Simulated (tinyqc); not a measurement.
## Resistance of a tapered via with liner, size effect and interface: via resistance against the diameter at the bottom

A round via whose diameter grows from db at the bottom as D(z) = db + 2 z/tan(ang). The fill, of diameter D - 2 tl, starts above the bottom liner (thickness fb tl) and has rho = rho0 (1 + ks lam/(D - 2 tl)); the sidewall liner conducts in parallel with it. The bottom liner and the interface are crossed over the full area pi db^2/4. Spreading in the lines above and below is left out.

Slices between z0 = fb tl and hv, evaluated at their midpoints: conductance per length pi/4 [(D - 2 tl)^2/rho + (D^2 - (D - 2 tl)^2)/rl], slice resistance = slice height over that. 2000 slices. R_fill = sum of the slices; R_bottom = rl fb tl/(pi db^2/4); R_interface = ri/(pi db^2/4); ballistic (Sharvin) limit 1/(Sb pi (db - 2 tl)^2/4); ideal cylinder rho0 hv/(pi db^2/4).

Values chosen for this exercise; fill metal close to tungsten:

| symbol | value | unit | meaning |
|---|---|---|---|
| hv | 74 | nm | height |
| ang | 87 | degrees | sidewall angle |
| rho0 | 5.39 | uohm cm | bulk resistivity of the fill |
| lam | 15.7 | nm | mean free path of the fill |
| ks | 1.3 |  | size-effect factor |
| tl | 3.6 | nm | liner on the sidewall |
| fb | 1 |  | liner at the bottom over that on the sidewall |
| rl | 380 | uohm cm | resistivity of the liner |
| ri | 1.5e-12 | ohm cm^2 | interface resistivity at the bottom |
| Sb | 9.1e14 | S/m^2 | ballistic conductance per area, about 3/(4 rho0 lam) |

Result of one run:
```
R_fill (ohm)	R_bottom (ohm)	R_interface (ohm)	R (ohm)	ballistic limit (ohm)	R over ideal cylinder	largest part
11.916	19.353	0.21221	31.482	2.6915	5.5792	bottom liner
```

Which diameter at the bottom db gave this result: 11, 16, 22, 30 or 80 nm?

db = 30 nm.

The whole series:
```
db (nm)	R_fill (ohm)	R_bottom (ohm)	R_interface (ohm)	R (ohm)	ballistic limit (ohm)	R over ideal cylinder	largest part
11	342.06	143.95	1.5784	487.59	96.895	11.617	fill
16	81.463	68.039	0.74604	150.25	18.068	7.5739	fill
22	29.134	35.987	0.39460	65.516	6.3877	6.2440	bottom liner
30	11.916	19.353	0.21221	31.482	2.6915	5.5792	bottom liner
42	4.8940	9.8741	0.10827	14.876	1.1553	5.1673	bottom liner
58	2.2026	5.1777	0.056773	7.4371	0.54218	4.9264	bottom liner
80	1.0341	2.7215	0.029842	3.7854	0.26400	4.7705	bottom liner
```

R falls from 488 to 3.79 ohm. The fill is the largest part at db = 11, the bottom liner from 22 on. R goes as db^(-3.14) between the first two rows and db^(-2.10) between the last two; area alone gives -2.

Program tinyqc, `OMP_NUM_THREADS=1 python tinyqc.py 2750120 2750121 out.jsonl`; Intel Xeon 2.30GHz, shared host, one thread, about 0.01 s.
